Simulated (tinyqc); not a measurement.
# Conduction-band offset of an n-N heterojunction from carrier-profile moments: two studies

Layer 1 (x < 0) accumulates electrons and layer 2 (x > 0) is depleted. Boltzmann statistics. The bands bend down by V1 in layer 1 and up by V2 in layer 2, with V1 + V2 = VD = dE + Vt ln[(N2/Nc2)/(N1/Nc1)].

Parameters, values chosen for the exercise; values of the order of III-V alloys:
- T = 350 K (temperature)
- eps_r = 13.2 (relative permittivity of both layers)
- Nc1 = 3.2e17 cm^-3 (density of states of the narrow-gap layer 1)
- Nc2 = 5.5e17 cm^-3 (density of states of the wide-gap layer 2)
- dE = 0.22 eV (conduction-band offset)
- N1 = 3.2e15 cm^-3 (donor density in layer 1)
- N2 = 1.5e16 cm^-3 (donor density in layer 2)
- si = 0 cm^-2 (fixed charge at the interface)

Constants: q = 1.602176634e-19 C, kB = 1.380649e-23 J/K, Vt = kB T/q, eps0 = 8.8541878128e-14 F/cm where lengths are in cm. Results are converted to the units shown.

Each table varies one quantity; the others keep the values above.

## Effect of the doping of the wide-gap layer

Sheet densities from the first integral: Q1 = sqrt((2 eps0 eps_r Vt N1/q)(exp(u1) - u1 - 1)) extra electrons, Q2 = sqrt((2 eps0 eps_r Vt N2/q)(exp(-u2) + u2 - 1)) missing ones, u = V/Vt; neutrality Q1 = Q2 + si.

Effect of the doping of the wide-gap layer:
```
N2 (cm^-3)   VD (V)    V1 (V)  Q1 (cm^-2)  n(0-)/Nc1
1.1e15      0.17146  0.037102   4.0961e10   0.034217
2.1e15      0.19096  0.048914   5.8620e10   0.050622
3.8e15      0.20885  0.061417   8.0710e10   0.076625
7e15        0.22727  0.075759   1.1142e11    0.12328
1.3e16      0.24594  0.091530   1.5363e11    0.20795
2.3e16      0.26315   0.10691   2.0583e11    0.34631
4.3e16      0.28202   0.12446   2.8289e11    0.61962
7.9e16      0.30037   0.14199   3.8467e11     1.1079
```

What does the comparison show?

Q1 rises from 4.10e10 to 3.85e11 cm^-2, as N2^(0.52) over the table, while VD grows by Vt ln 10 a decade and the share V1/VD rises from 0.216 to 0.473. For N2 = 4.3e16, 7.9e16 n(0-) nears or passes Nc1, where degeneracy and quantisation lower Q1.

## An error in the interface position

A C-V profile smears n(x) but keeps its zeroth and first moments: si = -int (N - n) dx, VD = (q/(eps0 eps_r)) int (N - n) x dx, dE = VD - Vt ln[(N2/Nc2)/(N1/Nc1)]. With the step of N placed at xi and the moment taken about xi, VD changes by (q/(eps0 eps_r)) [si xi + (N2 - N1) xi^2/2] and si by (N2 - N1) xi.

An error in the interface position:
```
xi (nm)  error of si (cm^-2)  error of dE (meV)
-30                -3.540e10              7.279
-22.5              -2.655e10              4.095
-15                -1.770e10              1.820
-7.5                -8.850e9             0.4549
0                          0                  0
7.5                  8.850e9             0.4549
15                  1.770e10              1.820
22.5                2.655e10              4.095
30                  3.540e10              7.279
```

Among the rows the error of dE lies between 0 and 7.28 meV, quadratic in xi, since without interface charge the first-order term vanishes; the error of si is linear, 1.18e9 cm^-2 a nanometre.

tinyqc, about 0.07 s, one thread, Intel Xeon 2.30GHz (shared host): `OMP_NUM_THREADS=1 python tinyqc.py 2410048 2410049 out.jsonl`
